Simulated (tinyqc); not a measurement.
Thickness of the film: ellipsoidal valleys in the axes of a wafer and a channel.

Valleys with axes a along [111], [1-1-1], [-11-1] and [-1-11], one whole valley each; inverse mass tensor w = 1/mt + (1/ml - 1/mt) a a. Device axes: z = nz/|nz|, x = nx/|nx|, y = z cross x; in them a = (ax, ay, az). Confinement mass mz = 1/w_zz. In the plane w_ij is replaced by u_ij = w_ij - w_iz w_jz/w_zz (i, j = x, y); density-of-states mass md = 1/sqrt(det u); conductivity mass along x mc = 1/u_xx; ballistic transport mass mx = u_yy/det u, width mass my = 1/u_yy.

Hard walls: E_n = c (n pi/t)^2/mz, c = hbar^2/2m0, n = 1, 2, 3. Non-degenerate share of a valley proportional to md sum_n exp(-E_n/kT); mean 1/mc = sum of share/mc. 1 nm = 10 angstrom.

Constants: hbar^2/2m0 = 3.80998211 eV angstrom^2; kB = 8.617333262e-05 eV/K.

Values chosen for the exercise (near those of the L valleys of GaAs; shifted at random, so the results belong to these values and not to a real crystal): ml = 1.838 m0 (longitudinal mass); mt = 0.077 m0 (transverse mass); nz = (1, 1, 1) (surface normal (confinement)); nx = (1, -1, 0) (channel direction); T = 77 K (temperature).

Share of the lowest ladder and mean conductivity mass.

Results:

| t (nm) | lowest E1 (meV) | spread of E1 (meV) | share of the lowest ladder | mean mc |
|---|---|---|---|---|
| 2.0 | 51.1 | 1039.8 | 1.000 | 0.0770 |
| 3.0 | 22.7 | 462.1 | 1.000 | 0.0770 |
| 4.0 | 12.8 | 259.9 | 1.000 | 0.0770 |
| 5.0 | 8.2 | 166.4 | 1.000 | 0.0770 |
| 7.0 | 4.2 | 84.9 | 1.000 | 0.0770 |
| 14.0 | 1.0 | 21.2 | 0.771 | 0.0864 |

Give the missing row, t (nm) = 10.0.

Computed row:
```
t (nm)  lowest E1 (meV)  spread of E1 (meV)  share of the lowest ladder  mean mc
10.0                2.0                41.6                       0.983   0.0776
```

The spread falls as 1/t^2 and stays above kT = 6.6 meV; the share of the lowest ladder goes from 1.000 to 0.771 and the mean mass goes from 0.0770 to 0.0864, against 0.1198 for equal shares, the limit of a thick film (the bulk value 3/(1/ml + 2/mt) is 0.1131; the two differ since axes are tilted in the x-z plane and in a quantised film no valley carries current across it; once scattering blurs the subbands the bulk value returns). Three subbands a valley become too few once E3 nears kT.

Computed by tinyqc, a small Python program: `OMP_NUM_THREADS=1 python tinyqc.py 1850657 1850658 out.jsonl` (the numbers bound the seed that draws the inputs); one thread of a shared host (Intel(R) Xeon(R) Processor @ 2.30GHz), about 0.01 s for the whole set of steps.
